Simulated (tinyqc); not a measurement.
# Worked calculation: input admittance of a MOSFET at zero drain bias: distributed channel and distributed gate

tinyqc, about 0.01 s, one thread, Intel Xeon 2.30GHz (shared host): `OMP_NUM_THREADS=1 python tinyqc.py 2262152 2262153 out.jsonl` Printed values are rounded.

Source and drain grounded, strong inversion, w = 2 pi f, Cox = eps0 eox/tox. The channel is an RC line of resistance 1/(mu Cox Vo) per square fed from both ends, so one finger has the intrinsic admittance y = i w Cox L tanh(g)/g per width, g = (1/2) sqrt(i w tau), tau = L^2/(mu Vo). The vertical resistance rv/L is in series with y, the overlaps 2 i w Cov in parallel: y_t = 1/(1/y + rv/L) + 2 i w Cov. The gate strip is a line of Rsh/L per length loaded by y_t, so a finger has Y = y_t Wf tanh(k)/k, k = (Wf/sd) sqrt(y_t Rsh/L); the device has Nf Y.

Inputs (values chosen for the exercise); values of the order met in silicon radio-frequency transistors: relative permittivity of the gate insulator (close to silicon dioxide) eox = 3.9; insulator thickness tox = 4 nm; channel length L = 0.25 um; finger width Wf = 5.4 um; number of fingers Nf = 64; channel mobility mu = 420 cm^2/(V s); gate overdrive Vo = 0.73 V; sheet resistance of the gate Rsh = 33 ohm/square; vertical resistivity of the gate stack rv = 0 ohm um^2; number of ends at which a finger is contacted sd = 1; overlap and fringe capacitance on each side Cov = 0.39 fF/um; frequency f = 34 GHz.

Constants: eps0 = 8.8541878128e-14 F/cm where lengths are in cm. Results are converted to the units shown.

## Low-frequency resistances and capacitance

Low-frequency limits, with c = Cox L and ct = c + 2 Cov: R_strip = Rsh Wf/(3 sd^2 L Nf), R_ch = (c/ct)^2 L/(12 mu Cox Vo Wf Nf), R_vert = (c/ct)^2 rv/(L Wf Nf), C = ct Wf Nf.

parts (ohm): strip 3.712500, channel 0.1228800, vertical 0
sum = 3.835380 ohm
C = 1015.445 fF
1/(2 pi R C) = 40.86537 GHz

The strip term is the largest, 96.8 % of the sum.

## Admittance of the channel and stack per width

tau, g, c = Cox L, y and y_t as defined.

tau = 2.038487 ps
g = 0.2333127+0.2333127i
c = 2.158208 fF/um
y = 16.6996+460.3272i uS/um
y_t = 16.6996+626.9572i uS/um

w tau = 0.435, and Im y is 0.998 of w c.

## Input impedance of the device

k and Y as defined; Z = 1/(Nf Y) = R + 1/(i w C); Q = |Im Z|/R; signal at the point farthest from a contact |1/cosh k|.

k = 1.113186+1.083931i
Nf Y = 91.4453+128.0803i mS
R = 3.692252 ohm
C = 905.1676 fF
Q = 1.400622
signal at the far point = 0.6963241

R is 3.7 % below its low-frequency limit and C is 11 % below its own.
